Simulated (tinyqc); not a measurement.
What moves the results: donor near an oxide interface in a gate field (two-state model). A value that a table varies takes the place of the one given here.

Interface at z = 0 (hard wall), donor at z = d, field F pulling electrons to the interface: potential e F z; 1 kV/cm = 1e-5 eV/angstrom, c = hbar^2/2m0, q = e^2/(4 pi eps0), Q = (eps - eo)/(eps + eo). Donor state: E_D = e F d - ED - q Q/(4 eps d), the last term joining the images of ion and electron. Interface state: z exp(-b z/2) exp(-rho^2/(2 L^2)) with E_z = c b^2/(4 mz) + 3 e F/b + q Q b/(8 eps), minimised over b; in the plane at z = 3/b the ion (distance D = d - 3/b) and its image (D' = d + 3/b) give E_rho = c/(mt L^2) - (q/eps)(sqrt(pi)/L)[erfcx(D/L) + Q erfcx(D'/L)], erfcx(x) = exp(x^2) erfc(x), minimised over L. E_I = E_z + E_rho.

The two states couple by t = t0 exp(-D/aD) with t0 = q/(eps aD) (2 aD/L) sqrt(aD b/2) v, v a valley factor; this form is an estimate. With detuning u = E_D - E_I the splitting is sqrt(u^2 + 4 t^2) and the lower state has weight (1 - u/sqrt(u^2 + 4 t^2))/2 on the donor.

Constants: hbar^2/2m0 = 3.80998211 eV angstrom^2; e^2/(4 pi eps0) = 14.39964547 eV angstrom.

Inputs chosen for the exercise (near those of a donor in Si below HfO2, static dielectric constants; not measured data): d = 140 angstrom (depth of the donor); ED = 45.2 meV (bulk binding energy); mz = 0.929 m0 (mass across the interface); mt = 0.189 m0 (mass in the plane); eps = 11.6 (dielectric constant of the semiconductor); eo = 22 (dielectric constant of the oxide); aD = 16.7 angstrom (donor radius); v = 0.5 (valley factor); Fl = (40.447, 40.583, 40.637, 40.664, 40.691, 40.745, 40.881) kV/cm (fields); dl = (65, 90, 120, 155, 200, 250) angstrom (depths).

## Sweeping the field

Both levels, the splitting, the donor weight and the mean depth w d + (1 - w) 3/b.

Results:
```
F (kV/cm)  E_D (meV)  E_I (meV)  splitting (meV)  donor weight  mean depth (angstrom)
40.447        12.112     12.343            0.233         0.996                  139.6
40.583        12.302     12.389           0.0910         0.974                  137.2
40.637        12.378     12.407           0.0410         0.852                  124.0
40.664        12.416     12.416           0.0292         0.503                   86.5
40.691        12.454     12.425           0.0408         0.150                   48.5
40.745        12.529     12.443           0.0908         0.026                   35.2
40.881        12.720     12.489            0.232         0.004                   32.7
```

E_D rises by 1.40 and E_I by 0.34 meV per kV/cm, so they cross once, near 40.7 kV/cm, where the splitting is 2t = 0.0292 meV. The donor weight passes from 0.85 to 0.15 while the detuning goes from -2t to 2t, a window of 0.055 kV/cm or 0.13 % of the field; across the table the charge moves by 107 angstrom.

## Depth of the donor

Critical field, and the coupling, E_rho and L at that field.

Results:
```
d (angstrom)  critical field (kV/cm)  e F d/ED  t (meV)  E_rho (meV)  L (angstrom)
65                             105.6     1.518      1.6       -10.45            68
90                              69.4     1.381     0.33        -7.74            86
120                             48.8     1.296    0.050        -5.91           106
155                             36.1     1.238   0.0058        -4.63           128
200                             27.0     1.193  0.00037        -3.63           154
250                             21.0     1.160  1.8e-05        -2.93           182
```

The critical field falls from 106 to 21 kV/cm, with exponent -1.20 in d, while t drops by a factor 8.9e+04, about e for each 17 angstrom at the end (aD = 16.7). One lattice plane (1.36 angstrom) of misplacement changes t by 8 % and the critical field by about 1.4 % at 120 angstrom.

## What each parameter does

Critical field (E_D = E_I), and t and L there. Each row changes one parameter from the base and keeps the others.

Results:
```
case                critical field (kV/cm)  t (meV)  L (angstrom)
base                                  40.7   0.0146         119.0
d = 155 angstrom                      36.1  0.00581         128.2
ED = 51.2 meV                         46.3   0.0137         120.1
aD = 18.4 angstrom                    40.7   0.0278         119.0
mz = 0.79 m0                          41.9   0.0160         117.4
mt = 0.217 m0                         40.5   0.0155         112.3
eo = 33                               39.0   0.0130         125.6
eps = 12.3                            41.5   0.0137         121.0
```

The largest shifts from the base row, up to three for each result and ties (the steps differ in size, so this ranks the rows, not the parameters). critical field (kV/cm): ED +5.6, d -4.6, eo -1.6; unchanged at the printed digits by aD. t (meV): aD +0.0132, d -0.00877, eo -0.00162. L (angstrom): d +9.2, mt -6.7, eo +6.6; unchanged at the printed digits by aD.

Run: tinyqc, `OMP_NUM_THREADS=1 python tinyqc.py 1251273 1251274 out.jsonl`; Intel(R) Xeon(R) Processor @ 2.30GHz, one thread, shared host; about 0.04 s of CPU time with all checks.
